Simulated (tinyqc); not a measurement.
Thermionic emission over a Gaussian spread of barriers: effect of temperature.

Metal on an n-type semiconductor with one parabolic valley; V > 0 is forward bias (metal positive). Patches of barrier height b are spread as a Gaussian with mean phi - r2 V and variance sg^2 + r3 V; each carries A* T^2 exp(-b/Vt) [exp(V/Vt) - 1].

A* = 4 pi q me m0 kB^2/h^3 (times 1e-4 for A/(cm^2 K^2)). The mean of exp(-b/Vt) gives the apparent barrier phi_ap(V) = phi - r2 V - (sg^2 + r3 V)/(2 Vt), J = A* T^2 exp(-phi_ap/Vt) [exp(V/Vt) - 1], and 1/n = 1 + r2 + r3/(2 Vt). J0 = A* T^2 exp(-phi_ap(0)/Vt); the current at zero bias is centred on b = phi - sg^2/Vt.

Inputs (values chosen for the exercise); band and dielectric values close to those of cadmium telluride: electron mass me = 0.101 m0; barrier height seen from the metal phi = 1.2 eV; standard deviation of the barrier heights sg = 0.04 eV; shift of the mean barrier per volt, with its sign reversed (rho2) r2 = -0.048; change of sg^2 per volt (rho3) r3 = -0.0023 V.

Constants: q = 1.602176634e-19 C, kB = 1.380649e-23 J/K, h = 6.62607015e-34 J s, m0 = 9.1093837015e-31 kg, Vt = kB T/q. Results are converted to the units shown.

Effect of temperature:

| T (K) | phi_ap(0) (eV) | n | J0 (A/cm^2) | barrier that carries most current (eV) |
|---|---|---|---|---|
| 100 | 1.1072 | 1.2217 | 1.9299e-51 | 1.0143 |
| 140 | 1.1337 | 1.1673 | 3.6762e-36 | 1.0674 |
| 180 | 1.1484 | 1.1391 | 2.7555e-27 | 1.0968 |
| 220 | 1.1578 | 1.1219 | 1.7618e-21 | 1.1156 |
| 260 | 1.1643 | 1.1103 | 2.2166e-17 | 1.1286 |
| 300 | 1.1691 | 1.1019 | 2.5068e-14 | 1.1381 |
| 350 | 1.1735 | 1.0942 | 1.8835e-11 | 1.1470 |
| 400 | 1.1768 | 1.0886 | 2.8929e-9 | 1.1536 |

What does the comparison show, and why?

The apparent barrier rises from 1.11 to 1.18 eV and n falls from 1.22 to 1.09. A Richardson plot, ln(J0/T^2) against 1/Vt, has the slope -1.04 eV between the first two rows and -1.15 eV between the last two, against phi = 1.2 eV: the plot bends, because cold electrons seek the low patches. In 2 of the 8 rows sg exceeds 3 Vt, so the current comes from more than three deviations below the mean, a tiny share of the area that a Gaussian of independent patches describes poorly.

Numbers from tinyqc (`OMP_NUM_THREADS=1 python tinyqc.py 2640006 2640007 out.jsonl`; about 0.01 s on one thread of a shared Intel Xeon 2.30GHz).
